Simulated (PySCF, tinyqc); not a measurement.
CID on RHF in the sto-3g basis, for H4, spin multiplicity 1, step by step. The lowest restricted solution is unstable here: a spin-polarised one lies 0.0034 hartree lower (PySCF). One step of it, computed by the program tinyqc.

Task: CID: determinants and Hamiltonian. Slater-Condon rules over spin orbitals, with the nuclear repulsion added and E(HF) subtracted on the diagonal. Only determinants linked to the reference directly or through others are kept (one block of an abelian symmetry group), so some states are absent.

one-electron integrals over orbitals h = C^T H C (hartree):
$$\begin{pmatrix}
-1.425452 & 0.000000 & 0.087966 & 0.000000 \\
0.000000 & -1.363911 & 0.000000 & -0.078649 \\
0.087966 & 0.000000 & -1.051194 & 0.000000 \\
0.000000 & -0.078649 & 0.000000 & -0.966009
\end{pmatrix}$$

Two-electron integrals over orbitals (pq|rs), unique and non-zero (hartree):
```
(11|11) 0.391429    (21|21) 0.201611    (22|11) 0.386831    (22|22) 0.391564
(31|11) -0.033197   (31|22) -0.002805   (31|31) 0.110908    (32|21) 0.049159
(32|32) 0.104772    (33|11) 0.385526    (33|22) 0.387168    (33|31) -0.005550
(33|33) 0.400135    (41|21) 0.010748    (41|32) -0.092326   (41|41) 0.097840
(42|11) 0.039415    (42|22) 0.010566    (42|31) -0.111304   (42|33) 0.008085
(42|42) 0.114584    (43|21) -0.199753   (43|32) -0.051400   (43|41) -0.009095
(43|43) 0.211709    (44|11) 0.403884    (44|22) 0.399180    (44|31) -0.036242
(44|33) 0.409485    (44|42) 0.042128    (44|44) 0.431759
```

nuclear repulsion = 1.64046224 hartree

Hartree-Fock energy = -2.01116963 hartree

Give: determinants; H - E(HF) between determinants.

Result:

Occupation strings over the orbitals (2 doubly, a alpha, b beta, 0 empty; spin orbitals ordered 1a 1b 2a 2b ...): 2200 aabb 2020 abab 2002 abba baab 0220 baba 0202 bbaa

H - E(HF) between determinants (hartree):
```
         2200     aabb     2020     abab     2002     abba     baab     0220
2200   0.0000   0.0190   0.1048   0.0923   0.1146  -0.1113  -0.1113   0.1109
aabb   0.0190   0.8038  -0.0923  -0.1048   0.1113  -0.1146  -0.1109   0.1113
2020   0.1048  -0.0923   0.8102  -0.1074   0.2117   0.1998   0.1998   0.2016
abab   0.0923  -0.1048  -0.1074   0.9916  -0.1998  -0.2117  -0.2016  -0.1998
2002   0.1146   0.1113   0.2117  -0.1998   1.1118   0.0884   0.0884   0.0000
abba  -0.1113  -0.1146   0.1998  -0.2117   0.0884   1.0145   0.0000   0.0884
baab  -0.1113  -0.1109   0.1998  -0.2016   0.0884   0.0000   1.0145   0.0884
0220   0.1109   0.1113   0.2016  -0.1998   0.0000   0.0884   0.0884   0.9523
baba   0.0923  -0.0978  -0.1074   0.0000  -0.1998  -0.2016  -0.2117  -0.1998
0202   0.0978  -0.0923   0.0000  -0.1074   0.2016   0.1998   0.1998   0.2117
bbaa   0.0190   0.0000  -0.0923  -0.0978   0.1113  -0.1109  -0.1146   0.1113

         baba     0202     bbaa
2200   0.0923   0.0978   0.0190
aabb  -0.0978  -0.0923   0.0000
2020  -0.1074   0.0000  -0.0923
abab   0.0000  -0.1074  -0.0978
2002  -0.1998   0.2016   0.1113
abba  -0.2016   0.1998  -0.1109
baab  -0.2117   0.1998  -0.1146
0220  -0.1998   0.2117   0.1113
baba   0.9916  -0.1074  -0.1048
0202  -0.1074   1.1827  -0.0923
bbaa  -0.1048  -0.0923   0.8038
```
